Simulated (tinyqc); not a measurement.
The internal displacement: deformation potentials from a strained empirical pseudopotential.

Diamond lattice, no spin-orbit coupling. Atomic form factor V(q) = a1 (q^2 - a2)/(a3 exp(a4 q^2) - 1) in rydberg with q in 1/bohr, for the unstrained cell. Under a strain e the reciprocal vectors and k go over into (1 + e)^(-1) G, the atoms sit at +/- tau with tau = (1 + e) a (1,1,1)/8 - zeta a (eyz, ezx, exy)/4, and H(G,G') = c |k + G|^2 delta + (V(q)/det(1 + e)) cos(q.tau), q = G - G', with the term q = 0 left out; c = hbar^2/2m0. The basis is fixed before straining: all G with |k + G|^2 up to 16 (2 pi/a)^2. k is given in units of 2 pi/a of the unstrained cell.

Constants: hbar^2/2m0 = 3.80998211 eV angstrom^2; Ry = 13.60569312 eV; a0 (Bohr radius) = 0.5291772105 angstrom.

Values chosen for the exercise (out of a larger set: near those of Si; not measured data):
- a = 5.422 angstrom (lattice constant)
- A = (0.533, 2.192, 2.063, 0.488) (a1 (Ry bohr^2), a2 (1/bohr^2), a3, a4 (bohr^2))
- h = 0.001 (size of the test strain)

Xu of L (level 5, the lowest empty one) and d from exy = eyz = ezx = h for several zeta: Xu = [E(L [111]) - E(L [1-1-1])]/((8/3) h), d = (single valence level - pair)/(3 sqrt(3) h). zeta = 0 strains the bonds with the lattice; zeta = 1 keeps all four bond lengths equal to first order.

Results:

| zeta | Xu (L) (eV) | d (eV) |
|---|---|---|
| 0.00 | 11.29 | 0.45 |
| 0.25 | 11.67 | -1.80 |
| 0.50 | 12.05 | -4.05 |
| 0.60 | 12.21 | -4.95 |
| 1.00 | 12.83 | -8.55 |

Give the missing row, zeta = 0.75.

Computed row:
```
zeta  Xu (L) (eV)  d (eV)
0.75        12.44   -6.30
```

From zeta = 0 to 1, d goes from 0.45 to -8.55 eV and Xu (L) from 11.29 to 12.83 eV, both nearly linearly: the displacement is an optical-phonon mode, and d = d(0) - zeta d0/4 gives its deformation potential d0 = 36 eV. Leaving the relaxation out (zeta = 0 for 0.5) moves d by +4.50 eV, which reverses its sign, and Xu (L) by -0.76 eV. Tetragonal strain has no such freedom.

Computed by tinyqc, a small Python program: `OMP_NUM_THREADS=1 python tinyqc.py 1851025 1851026 out.jsonl` (the numbers bound the seed that draws the inputs); one thread of a shared host (Intel(R) Xeon(R) Processor @ 2.30GHz), about 0.2 s for the whole set of steps.
